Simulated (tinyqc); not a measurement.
# Resistance of a tapered via with liner, size effect and interface: what changes with what

A round via whose diameter grows from db at the bottom as D(z) = db + 2 z/tan(ang). The fill, of diameter D - 2 tl, starts above the bottom liner (thickness fb tl) and has rho = rho0 (1 + ks lam/(D - 2 tl)); the sidewall liner conducts in parallel with it. The bottom liner and the interface are crossed over the full area pi db^2/4. Spreading in the lines above and below is left out.

Values chosen for this exercise; fill metal close to molybdenum:
```
symbol,value,unit,meaning
db,39,nm,diameter at the bottom
hv,70,nm,height
ang,88,degrees,sidewall angle
rho0,5.43,uohm cm,bulk resistivity of the fill
lam,11.4,nm,mean free path of the fill
ks,1,,size-effect factor
tl,0.1,nm,liner on the sidewall
fb,0.5,,liner at the bottom over that on the sidewall
rl,390,uohm cm,resistivity of the liner
ri,6.4e-13,ohm cm^2,interface resistivity at the bottom
Sb,1.3e15,S/m^2,"ballistic conductance per area, about 3/(4 rho0 lam)"
rho2,5.32,uohm cm,bulk resistivity of the second fill (close to tungsten)
lam2,15.7,nm,its mean free path
tl2,3.4,nm,its liner
```

Each table varies one quantity; the others keep the values above.

## Via resistance against the diameter at the bottom

Slices between z0 = fb tl and hv, evaluated at their midpoints: conductance per length pi/4 [(D - 2 tl)^2/rho + (D^2 - (D - 2 tl)^2)/rl], slice resistance = slice height over that. 2000 slices. R_fill = sum of the slices; R_bottom = rl fb tl/(pi db^2/4); R_interface = ri/(pi db^2/4); ballistic (Sharvin) limit 1/(Sb pi (db - 2 tl)^2/4); ideal cylinder rho0 hv/(pi db^2/4).

Result of one run:
```
db (nm)	R_fill (ohm)	R_bottom (ohm)	R_interface (ohm)	R (ohm)	ballistic limit (ohm)	R over ideal cylinder	largest part
30	6.340	0.2759	0.09054	6.706	1.103	1.247	fill
```

What becomes of these results when the diameter at the bottom db is changed from 30 to 11 nm, all else the same?

Result of the changed run:
```
db (nm)	R_fill (ohm)	R_bottom (ohm)	R_interface (ohm)	R (ohm)	ballistic limit (ohm)	R over ideal cylinder	largest part
11	53.91	2.052	0.6734	56.63	8.397	1.416	fill
```

The whole series:
```
db (nm)	R_fill (ohm)	R_bottom (ohm)	R_interface (ohm)	R (ohm)	ballistic limit (ohm)	R over ideal cylinder	largest part
6	195.7	6.897	2.264	204.9	29.11	1.524	fill
8.3	98.31	3.604	1.183	103.1	14.93	1.468	fill
11	53.91	2.052	0.6734	56.63	8.397	1.416	fill
16	24.19	0.9699	0.3183	25.48	3.923	1.348	fill
22	12.25	0.5130	0.1684	12.94	2.061	1.294	fill
30	6.340	0.2759	0.09054	6.706	1.103	1.247	fill
42	3.118	0.1407	0.04619	3.305	0.5605	1.205	fill
58	1.587	0.07381	0.02422	1.685	0.2932	1.172	fill
80	0.8148	0.03879	0.01273	0.8663	0.1538	1.146	fill
```

R falls from 205 to 0.866 ohm. The fill is the largest part at db = 6 and in all other rows. R goes as db^(-2.12) between the first two rows and db^(-2.07) between the last two; area alone gives -2.

## Via resistance against the height

Same model as above.

2000 slices.

The same in every row: R_bottom (ohm) = 0.1632; R_interface (ohm) = 0.05357; ballistic limit (ohm) = 0.6506.

Results:
```
hv (nm)	R_fill (ohm)	R (ohm)	R over ideal cylinder	largest part
23	1.303	1.520	1.454	fill
34	1.888	2.105	1.362	fill
49	2.647	2.864	1.286	fill
100	4.944	5.161	1.135	fill
150	6.844	7.061	1.036	fill
220	9.058	9.275	0.9275	fill
310	11.34	11.55	0.8199	fill
```

Estimate the missing row, hv = 71 nm.

Computed row:
```
hv (nm)	R_fill (ohm)	R (ohm)	R over ideal cylinder	largest part
71	3.689	3.906	1.210	fill
```

With this row back in the table: R rises from 1.52 to 11.6 ohm. The fill is the largest part at hv = 23 and in all other rows. The share of the two bottom terms goes from 14.3 to 1.88 %.

## Two fill metals against the diameter

2000 slices. R_fill = sum of the slices; R_bottom = rl fb tl/(pi db^2/4); R_interface = ri/(pi db^2/4). The second fill has rho2, lam2 and tl2 in place of rho0, lam and tl.

Results:
```
db (nm)	R, first fill (ohm)	R, second fill (ohm)	ratio second/first
12	47.05	305.7	6.498
17	22.39	94.35	4.214
24	10.75	36.23	3.369
35	4.846	14.36	2.963
49	2.394	6.670	2.786
100	0.5474	1.439	2.629
```

Estimate the missing row, db = 70 nm.

Computed row:
```
db (nm)	R, first fill (ohm)	R, second fill (ohm)	ratio second/first
70	1.141	3.064	2.685
```

With this row back in the table: The ratio goes from 6.50 to 2.63. The first fill gives the lower R in every row.

Numbers from tinyqc (`OMP_NUM_THREADS=1 python tinyqc.py 2750034 2750035 out.jsonl`; about 0.01 s on one thread of a shared Intel Xeon 2.30GHz).
